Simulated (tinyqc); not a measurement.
# Thermal stress and diffusional relaxation in a metal film: Coble and Nabarro-Herring creep, cooling and holds, step by step

A worked calculation. Computed by tinyqc, a small Python program that keeps every step. Command: `OMP_NUM_THREADS=1 python tinyqc.py 3009633 3009634 out.jsonl creep walk`. One thread of a shared host (Intel(R) Xeon(R) Processor @ 2.30GHz), about 0.08 s of CPU time with the checks. Intermediate numbers are printed to about 6 digits and carried at full precision; extremes and crossings named in words are read from the listed rows.

A thin film on a rigid substrate is stress-free at T0. Tension is positive and the film creeps linearly: d sigma/dt = -M (mismatch) dT/dt - sigma/tau.

Inputs (values chosen for the exercise, modelled on aluminium films on silicon):
```
quantity,value,unit
biaxial modulus M,101,GPa
expansion mismatch,21,1e-6/K
atomic volume Omega,16.6,angstrom^3
lattice prefactor D0,0.00018,m^2/s
lattice energy E,1.49,eV
boundary prefactor (delta D_b)0,6.2e-14,m^3/s
boundary energy E_b,0.839,eV
grain size d,1.4,um
stress-free temperature T0,450,C
hold temperature T,180,C
hold time t,0.01,h
cooling rate,2,C/min
yield stress,490,MPa
```

Constants: k_B = 1.380649e-23 J/K; k_B = 8.617333262e-05 eV/K.

## Elastic stress after a quench

Thermoelastic slope = M x mismatch; sigma_0 = slope x (T0 - T).

thermoelastic slope = 2.121 MPa/K

stress after a quench sigma_0 = 572.67 MPa

Caution: the elastic stress exceeds the yield stress, so dislocation glide would cap it first.

## Creep at the hold temperature

Creep rate per stress: Nabarro-Herring 14 D Omega/(k_B T d^2), Coble (14 pi) delta D_b Omega/(k_B T d^3), with D = D0 exp(-E/(k_B T)), delta D_b = (delta D_b)0 exp(-E_b/(k_B T)); 1/tau = M x (sum of both)/2 (biaxial strain rate is half the uniaxial one). Temperatures in kelvin are T(C) + 273.15. sigma(t) = sigma_0 exp(-t/tau), relaxed part sigma_0 - sigma(t); the grain size where both mechanisms are equal is pi delta D_b/D.

Nabarro-Herring rate = 9.15505e-17 1/(Pa s)

Coble rate = 1.23027e-12 1/(Pa s)

relaxation time tau = 0.00447069 h

stress after the hold = 61.1615 MPa

stress relaxed during the hold = 511.509 MPa

crossover grain size = 18813.4 um

Coble creep is 13000 times as fast as Nabarro-Herring creep at this grain size. The crossover size is formal, far above any film grain. Caution: bulk creep laws overstate relaxation in a bonded film, where the substrate constrains boundary diffusion, and dislocation glide is left out.

## Stress after cooling to room temperature

Cooling from T0 at the constant rate: d sigma/dT = -slope + sigma/(tau(T) x rate), integrated to 25 C (stiff solver, tolerance 1e-9). Effective stress-free temperature T_eff = 25 C + sigma/slope.

stress at 25 C = 178.507 MPa

effective stress-free temperature = 109.162 C

Creep during cooling removes 80.2 % of the elastic value. Caution: bulk creep laws overstate relaxation in a bonded film, and dislocation glide would cap stresses above the yield stress.

## Where a fixed hold relaxes most

For each hold temperature: sigma_0 = slope (T0 - T), relaxed stress sigma_0 (1 - exp(-t/tau)), initial rate sigma_0/tau. In confined lines the relaxed part appears as void volume.

Holds:
```
T (C),sigma_0 (MPa),tau (h),relaxed (MPa),initial rate (MPa/h)
25,901.425,2.08721e+02,4.31870e-02,4.31880e+00
65,816.585,4.97322e+00,1.64031e+00,1.64196e+02
105,731.745,2.64543e-01,2.71445e+01,2.76607e+03
145,646.905,2.49183e-02,2.13840e+02,2.59611e+04
185,562.065,3.57519e-03,5.27785e+02,1.57212e+05
225,477.225,7.05447e-04,4.77225e+02,6.76486e+05
265,392.385,1.78152e-04,3.92385e+02,2.20253e+06
305,307.545,5.46484e-05,3.07545e+02,5.62770e+06
345,222.705,1.95794e-05,2.22705e+02,1.13744e+07
385,137.865,7.94839e-06,1.37865e+02,1.73450e+07
425,53.025,3.56863e-06,5.30250e+01,1.48586e+07
```

The relaxed stress peaks at 185 C among these rows: colder holds have more stress but slower diffusion, hotter ones faster diffusion but less stress. The initial rate peaks about k_B T^2/E_b = 54 K below T0 when boundaries dominate; its largest row is 385 C. Caution: dislocation glide would cap stresses above the yield stress; capping layers can block the surface and boundary paths, and threshold stresses are ignored.

Checks made by the program: cooling integral by quadrature (relative difference 6e-09).
